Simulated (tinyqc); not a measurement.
Time-dependent dielectric breakdown: cell percolation, Weibull statistics, area scaling and voltage extrapolation: one step, computed by the program tinyqc.

The oxide is divided into columns of area a^2, each holding m = t_ox/a cells (m is taken as continuous). A share lambda(t) = (t/t_1)^alpha of the cells is defective, and a column whose cells are all defective breaks down.

Task: A sample of breakdown times. Each device fails at t = t63 (-ln(1 - u))^(1/beta). Sort the times; median rank F_i = (i - 0.3)/(n_s + 0.4) for n_s devices; W = ln(-ln(1 - F_i)).

characteristic life t63 = 1697.213 s

uniform random numbers u: [0.6286, 0.0754, 0.8310, 0.8581, 0.3827, 0.7625, 0.7893, 0.6129, 0.0473, 0.1563, 0.8764, 0.1705]

Weibull slope beta = 1.243011

Give: Weibull plot.

Result:

Weibull plot:
```
i,t (s),F_i,ln t,W
1,149,0.0565,5.001,-2.845
2,219,0.1371,5.388,-1.914
3,408,0.2177,6.011,-1.404
4,440,0.2984,6.088,-1.037
5,944,0.3790,6.850,-0.741
6,1627,0.4597,7.395,-0.485
7,1684,0.5403,7.429,-0.252
8,2273,0.6210,7.729,-0.030
9,2424,0.7016,7.793,0.190
10,2696,0.7823,7.900,0.422
11,2908,0.8629,7.975,0.687
12,3072,0.9435,8.030,1.056
```

Caution: t_1 is an input here; in a real oxide it changes with thickness at fixed voltage.
